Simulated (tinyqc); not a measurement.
From results to parameters: Luttinger model of the valence bands. Computed by the program tinyqc.

Problem. In the four-band Luttinger model 1/m = g1 -/+ 2 g2 along [100] and g1 -/+ 2 g3 along [111]. Find g1, g2, g3 and the light hole mass along [111].

heavy and light hole masses along [100] (electron masses): 0.281690  0.077459
heavy hole mass along [111] = 0.303951 electron masses

Solution. The mean of the two inverse masses along [100] is g1 and a quarter of their difference is g2; g3 = (g1 - 1/m_hh[111])/2.

g1, g2, g3: 8.2300  2.3400  2.4700
light hole mass along [111] = 0.076 electron masses
